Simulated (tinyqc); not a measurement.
Inside a calculation. Method: lattice vibrations of a chain. Computed by tinyqc, a small Python program that keeps every step. Command: `OMP_NUM_THREADS=1 python tinyqc.py 28346 28347 out.jsonl` (the two numbers bound the seeds that draw the settings). One thread of a shared host (Intel(R) Xeon(R) Processor @ 2.60GHz), about 0.01 s of CPU time with the checks.

## Dynamical matrix at q = 0.29

A chain moving along its axis:
```
atom  mass (u)  spring to the next atom (eV/angstrom^2)
1      80.8000                                  23.3000
2      19.7000                                   8.4000
3      57.5000                                  16.6000
```

q is in units of 2 pi/a. A spring k from atom i to atom j, n cells on, adds k to Phi_ii and Phi_jj, -k exp(2 pi i q n) to Phi_ij and the conjugate to Phi_ji (for one atom a cell: 2k (1 - cos 2 pi q n)); D_ij = Phi_ij / sqrt(m_i m_j).

D(q) (eV/(angstrom^2 u)), lower triangle (Hermitian):
```
                1        2       3
1          0.4938
2         -0.5840   1.6091
3  0.0606-0.2359i  -0.2496  0.4348
```

## Frequencies

omega^2 are the eigenvalues; wavenumber = 521.4708 sqrt(eigenvalue) 1/cm.

eigenvalues: 0.0855  0.5429  1.9093

wavenumbers (1/cm): 152.5  384.2  720.6

weights |e|^2 of the mass-weighted modes:
```
        mode 1  mode 2  mode 3
atom 1  0.5633  0.2841  0.1526
atom 2  0.0998  0.0864  0.8137
atom 3  0.3369  0.6295  0.0336
```

## Dispersion and heat capacity

C/k_B per atom = mean over q = (j + 1/2)/80, j = 0..39 and all branches of y^2 e^y/(e^y - 1)^2, y = hc wavenumber / k_B T.

Wavenumbers (1/cm):
```
q       branch 1  branch 2  branch 3
0.0000    0.0000  425.4863  713.4783
0.0625   34.4928  423.3204  713.9328
0.1250   68.5679  416.9696  715.2096
0.1875  101.7516  406.8671  717.0745
0.2500  133.4277  393.7347  719.2079
0.3125  162.6682  378.6709  721.2748
0.3750  187.8731  363.4498  722.9785
0.4375  206.1264  351.1274  724.0935
0.5000  213.0759  346.1448  724.4808
```

Heat capacity:
```
T (K)  C/k_B per atom
20             0.0556
50             0.1452
100            0.2883
200            0.5377
300            0.7063
600            0.9018
1200           0.9733
```

zero-point energy per atom = 25.5126 meV
